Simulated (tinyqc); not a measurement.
Balance functions: hot carriers by balance equations with a heated Maxwellian. Computed by tinyqc, a small Python program. Command: `OMP_NUM_THREADS=1 python tinyqc.py 3011576 3011577 out.jsonl hot walk`. One thread of a shared host (Intel(R) Xeon(R) Processor @ 2.30GHz), about 0.02 s of CPU time with the checks.

The carriers follow a Maxwellian at an electron temperature T_e, slightly displaced; the drift energy is neglected against k_B T_e. The balance averages the rate, not the time, so mu_0 lies below the relaxation-time value.

Inputs (values chosen for the exercise, modelled on holes in silicon): effective mass m = 0.505 m_0; density rho = 2329 kg/m^3; sound velocity v_l = 9300 m/s; acoustic deformation potential D_A = 5.8 eV; phonon energy hbar w = 61.9 meV; optical or intervalley deformation potential D_o = 8.8 1e8 eV/cm; final valleys Z_f = 1; lattice temperature T = 500 K.

Band: parabolic. Solver: Newton.

Constants: k_B = 8.617333262e-05 eV/K; k_B = 1.380649e-23 J/K; e = 1.602176634e-19 C; hbar = 1.054571817e-34 J s; m_0 = 9.1093837015e-31 kg; hbar = 6.582119569e-16 eV s.

Method:
- Parabolic band: E = hbar^2 k^2/(2 m), speed v = hbar k/m, states per spin, volume and energy g(E) = m k/(2 pi^2 hbar^2). Masses are multiplied by m_0 and all formulas are in SI units.
- Phonon occupation N_q = 1/(exp(hbar w/(k_B T)) - 1).
- Acoustic deformation potential (elastic, equipartition, absorption and emission together): 1/tau = 2 pi k_B T D_A^2 g(E)/(hbar rho v_l^2).
- Optical or intervalley deformation potential: 1/tau = (pi Z_f D_o^2/(rho w)) [N_q g(E + hbar w) + (N_q + 1) g(E - hbar w)], with g = 0 below the band edge.
- Averages over the Maxwellian, <y> = int y x^(1/2) exp(-x) dx / int x^(1/2) exp(-x) dx with x = E/(k_B T_e), split at x_0 = hbar w/(k_B T_e): 64 Gauss-Legendre points in sqrt(x) below it and 128 in sqrt(x - x_0) above it, up to x = 32. Momentum balance: mu(T_e) = e/(m nu), nu = <x (sum of rates)>/<x>. Power lost per carrier: P(T_e) = hbar w <emission rate - absorption rate> + <(2 m v_l^2/(k_B T)) (E - 2 k_B T) acoustic rate>.
- The field that sustains T_e follows from e mu F^2 = P.

Against the electron temperature:
```
T_e (K)  mu (cm^2/(V s))  P optical (1e9 eV/s)  P acoustic (1e9 eV/s)  F (kV/cm)  drift velocity (1e7 cm/s)
550               270.93                 20.93             3.2825e-01       8.86                    0.24000
650               239.81                 61.58             1.0705e+00      16.16                    0.38760
800               207.85                118.50             2.3753e+00      24.11                    0.50124
1000              179.91                186.69             4.4261e+00      32.59                    0.58638
1500              141.02                327.00             1.0842e+01      48.95                    0.69023
2500              106.08                532.95             2.7993e+01      72.72                    0.77138
4000               82.63                756.06             6.1965e+01      99.50                    0.82213
6000               66.95                982.15             1.1926e+02     128.26                    0.85870
```

What does the comparison show, and why?

Optical phonons take 98 % of the power in the first row and 89 % in the last. The velocity grows as F^0.80 at first and as F^0.17 at the end, so it levels off; if optical phonons alone set both balances the limit at high T_e would be sqrt(3 hbar w tanh(hbar w/2 k_B T)/(4 m)) = 1.00 in the same unit. Rows above 1400 K (k_B T_e > 0.12 eV) stretch the parabolic band.
